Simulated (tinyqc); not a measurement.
Hole subbands of a hard-walled well, four-band Luttinger model, step by step. Values are carried at full precision from step to step, so a last printed digit may differ when a step is redone from the rounded ones.

Constants: hbar^2/2m0 = 3.80998211 eV angstrom^2.

Values chosen for the exercise (near those of InP; the results hold for these values, not for the real material): b = -2.01 eV (shear deformation potential); C11 = 101.1 GPa; C12 = 56.2 GPa; e_par = -0.0049 (strain in the plane); g1 = 5.09 (Luttinger gamma1); g2 = 1.6 (gamma2); L = 65 angstrom (well width along [001]); g3 = 2.1 (gamma3); k = 0.0606 1/angstrom (wave vector in the plane); N = 3 (sines for each component); kmax = 0.116 1/angstrom (end of the path).

## Shear strain energy

e_perp = -2 (C12/C11) e_par and Zs = b (e_par - e_perp); Zs > 0 lifts the heavy-hole edge by Zs and lowers the light-hole edge by Zs.

e_perp = 0.00545
shear strain energy Zs = 0.02080 eV

## Levels at k = 0

R and S vanish: HHn = c (g1 - 2 g2)(n pi/L)^2 - Zs and LHn = c (g1 + 2 g2)(n pi/L)^2 + Zs, c = hbar^2/2m0, hole energies counted downwards. Sort HH1 to HH4 and LH1, LH2.

Levels:
```
subband   E (eV)
HH1      -0.0040
HH2       0.0465
LH1       0.0946
HH3       0.1306
HH4       0.2483
LH2       0.3159
```

The top subband is HH1, 50.5 meV from HH2. The confinement energy of LH1 or the strain splitting is not small against a spin-orbit splitting of about 0.107 eV, so a six-band model would move the light holes.

## The matrix at one k

Hole energies are counted downwards from the unstrained band edge, c = hbar^2/2m0. After the usual block transformation one block is H = [[P + Q - Zs, R - i S], [R + i S, P - Q + Zs]] in (heavy, light), with P +/- Q = c [(g1 +/- g2) k^2 + (g1 -/+ 2 g2) kz^2], R = sqrt(3) c gR k^2, S = 2 sqrt(3) c g3 k kz, kz = -i d/dz; axial approximation gR = (g2 + g3)/2. Zs = b (e_par - e_perp) is the shear part of the strain (the hydrostatic part shifts all levels alike and is left out). Basis sqrt(2/L) sin(n pi z/L), n = 1 to N, for each component: kz^2 gives (n pi/L)^2 and the heavy-light block is R delta_nm - 2 sqrt(3) c g3 k D_nm with D_nm = 4 n m/(L (n^2 - m^2)) for n + m odd, 0 otherwise. The other block has the same levels. The split-off band is left out, a severe simplification for a spin-orbit splitting near 0.11 eV.

Fill in the 2N x 2N matrix, in meV.

H(k) (meV), lower triangle:
```
       h1      h2       h3      l1      l2      l3
h1  89.63
h2      0  140.09
h3      0       0   224.20
l1  44.83  -68.91        0  143.41
l2  68.91   44.83  -124.03       0  364.76
l3      0  124.03    44.83       0       0  733.67
```

## Levels and mixing

Diagonalise; give the four lowest hole energies and the weight of the heavy component (the first half of the basis) in each.

levels (meV): 38.61  69.77  164.32  208.82

heavy weight: 0.647  0.812  0.852  0.383

The most mixed of the four is number 4, with 38 % heavy character. Against 60 sines these levels lie 0.6, 2.4, 26.9 and 24.2 meV too high: the small basis is not converged.

## Dispersion in the plane

N = 20, nine points from 0 to kmax.

Hole energies (meV):
```
k (1/angstrom)     E1      E2      E3      E4  heavy weight of 1  heavy weight of 2
0.0000          -3.98   46.49   94.58  130.59              1.000              1.000
0.0145           0.40   45.15  102.25  129.50              0.996              0.908
0.0290          12.27   44.50  122.05  127.64              0.971              0.784
0.0435          26.46   50.24  128.34  149.32              0.849              0.776
0.0580          36.50   64.58  135.36  179.40              0.668              0.814
0.0725          45.40   78.93  149.11  207.64              0.567              0.755
0.0870          56.27   90.10  163.07  234.69              0.507              0.679
0.1015          69.81  100.76  173.60  259.28              0.466              0.621
0.1160          86.12  112.96  182.76  277.47              0.436              0.576
```

At small k the hole energy falls in subbands 2 and 4: an electron-like mass, caused by repulsion from a deeper subband. E2 - E1 is smallest, 23.8 meV, at k = 0.0435 of the points listed. The top subband goes from 1.00 to 0.44 in heavy weight.

## Mass of HH1 in the plane

Second order in k: 1/m = g1 + g2 - sum_n 12 c g3^2 D_1n^2/(LHn - HH1) over even n up to 60, with D_1n = 4n/(L (n^2 - 1)) in size, LHn - HH1 = c [(g1 + 2 g2) n^2 - (g1 - 2 g2)](pi/L)^2 + 2 Zs, c = hbar^2/2m0.

LHn - HH1 for n = 2, 4, 6 (meV): 319.9  1205.3  2680.9
terms for n = 2, 4, 6: 1.0608  0.0450  0.0084
sum of all terms = 1.1191
mass without mixing, 1/(g1 + g2) = 0.1495 m0
1/m with mixing = 5.5709 1/m0

Mixing with the light holes takes m from 0.149 to 0.180 m0.

## Checks

- 1/m of HH1 from the full matrix (N = 60) at small k against second order: both 5.571.
- The 2 x 2 block with gR = g2 (k along [100]) for a plane wave (k, 0, pi/L) against the bulk heavy-hole formula, eV: both 0.02635.
- Lowest level at the given k on a real-space grid of 240 points against 60 sines, eV: both 0.0380.

(tinyqc, `OMP_NUM_THREADS=1 python tinyqc.py 1281915 1281916 out.jsonl`, Intel(R) Xeon(R) Processor @ 2.30GHz, 1 thread, shared host, about 0.4 s.)
